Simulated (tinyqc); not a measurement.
Harmonic transition-state theory with quantum, tunnelling and friction corrections: one step, computed by the program tinyqc. Command: `OMP_NUM_THREADS=1 python tinyqc.py 3008315 3008316 out.jsonl rates walk`. One thread of a shared host (Intel(R) Xeon(R) Processor @ 2.30GHz), about 0.04 s of CPU time with the checks.

One atom hops between equivalent sites; three modes at the minimum and two real modes at the saddle are treated as harmonic, the rest of the crystal as unchanged; melting is ignored, so hot rows may lie above the melting point.

Task: Tunnelling factors. With u = h nu_b/(k_B T): Wigner factor 1 + u^2/24; parabolic barrier (Bell) (u/2)/sin(u/2), valid above T_c = h nu_b/(2 pi k_B); symmetric Eckart barrier: kappa = int_0^infinity P(E) exp(-(E - E_b)/(k_B T)) dE/(k_B T), P = (cosh 2a - 1)/(cosh 2a + cosh 2d), a = alpha sqrt(E/E_b), alpha = 2 pi E_b/(h nu_b), 2d = 2 sqrt(alpha^2 - pi^2/4).

Inputs (values chosen for the exercise, modelled on interstitial lithium in silicon): barrier E_b = 0.638 eV; imaginary frequency at the saddle nu_b = 5.28 THz; temperature T = 392 K.

Lattice of sites: three-dimensional.

Constants: h x 1 THz = 4.135667696 meV; k_B = 8.617333262e-05 eV/K.

Give: u; crossover temperature T_c; Wigner factor; Bell factor; Eckart factor.

Result:

u = 0.6464

crossover temperature T_c = 40.33 K

Wigner factor = 1.017

Bell factor = 1.018

Eckart factor = 1.019

T/T_c = 9.72: tunnelling is a small correction.
